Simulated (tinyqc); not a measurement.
Pressure and uniformity: chemical vapour deposition: Grove model, boundary layer, depletion and step coverage. Computed by tinyqc, a small Python program. Command: `OMP_NUM_THREADS=1 python tinyqc.py 3009694 3009695 out.jsonl cvd walk`. One thread of a shared host (Intel(R) Xeon(R) Processor @ 2.30GHz), about 0.01 s of CPU time with the checks.

A precursor diffuses to the surface and reacts there at first order; each molecule that reacts adds one formula unit of film.

Inputs (values chosen for the exercise, close to those used for silicon nitride (counted as SiN4/3)):
```
quantity                                       value                unit
prefactor k0 of k_s                          9.4e+07                cm/s
activation energy E                              1.8                  eV
temperature T                                    790                   C
total pressure p                                0.19                torr
mole fraction of the precursor Y                0.32                   -
gas diffusivity D0 at 273.15 K and 760 torr     0.24              cm^2/s
film density N                                 4e+22  formula units/cm^3
precursor mass M                                 101                   u
wafer radius R                                    15                  cm
wafer spacing s                                 0.77                  cm
```

Reactor: wafer stack, low pressure.

Constants: k_B = 1.380649e-23 J/K; u = 1.6605390666e-27 kg; k_B = 8.617333262e-05 eV/K.

Method:
- k_s = k0 exp(-E/(k_B T)); C_g = Y p/(k_B T), 1 torr = 133.322 Pa; D = D0 (T/273.15)^1.75 (760/p).
- Temperatures in kelvin are T(C) + 273.15.
- Mean speed c = sqrt(8 k_B T/(pi M)); reactive sticking probability beta = 4 k_s/c.
- Between two wafers the gas diffuses inward and reacts on both faces: (D/r) d/dr (r dC/dr) = 2 k_s C/s, so C(r)/C_g = I0(phi r/R)/I0(phi) with phi^2 = 2 k_s R^2/(s D); G(r) = k_s C(r)/N, 1 cm/s = 6e8 nm/min; the mean over the wafer is eta = 2 I1(phi)/(phi I0(phi)).

gas diffusivity D = 10354.0 cm^2/s

surface rate constant k_s = 0.275658 cm/s

precursor density C_g = 5.52240e+14 1/cm^3

Effect of the total pressure at fixed Y:
```
p (torr)  D (cm^2/s)     phi  centre/edge  G at the edge (nm/min)
0.05      3.9345e+04  0.0640      0.99898              6.0091e-01
0.1       1.9673e+04  0.0905      0.99796              1.2018e+00
0.3       6.5576e+03  0.1567      0.99389              3.6054e+00
1         1.9673e+03  0.2862      0.97984              1.2018e+01
3         6.5576e+02  0.4957      0.94129              3.6054e+01
10        1.9673e+02  0.9049      0.82274              1.2018e+02
30        6.5576e+01  1.5674      0.58303              3.6054e+02
100       1.9673e+01  2.8616      0.22901              1.2018e+03
```

D scales as 1/p and phi as sqrt(p), while the edge rate grows as p. The centre stays within 5 % of the edge up to 1 torr: low pressure trades rate for uniformity and lets wafers stand close together. Caution: first-order rates above 1000 nm/min in the high-pressure rows are an extrapolation not met in practice. Caution: at the lowest pressures the mean free path exceeds the wafer spacing, so D stops growing as 1/p.

Extremes, crossings and ranges named in words are read from the listed rows.
